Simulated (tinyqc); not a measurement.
## Permittivity and interface capacitance from two thicknesses

Inverse problem. 1/C = t/(eps0 ek) + 2/ci for planar capacitors that differ only in thickness. Find ek, ci and the EOT of the interfaces, 2 x 3.9 eps0/ci.

Constants: eps0 = 8.8541878128e-14 F/cm where lengths are in cm. Results are converted to the units shown.

C at t = 12 and 36 nm (uF/cm^2): [1.4640202, 0.48896119]

Answer. 1/C is a straight line in t: the slope gives ek and the intercept 2/ci. A single thickness would give only the effective permittivity; when the interfaces are a small part of 1/C, ci needs very accurate data.

ek = 19.90
ci = 1000 uF/cm^2
EOT of the interfaces = 0.006906 nm

Program tinyqc, `OMP_NUM_THREADS=1 python tinyqc.py 2102141 2102142 out.jsonl`; Intel Xeon 2.30GHz, shared host, one thread, about 0.01 s.
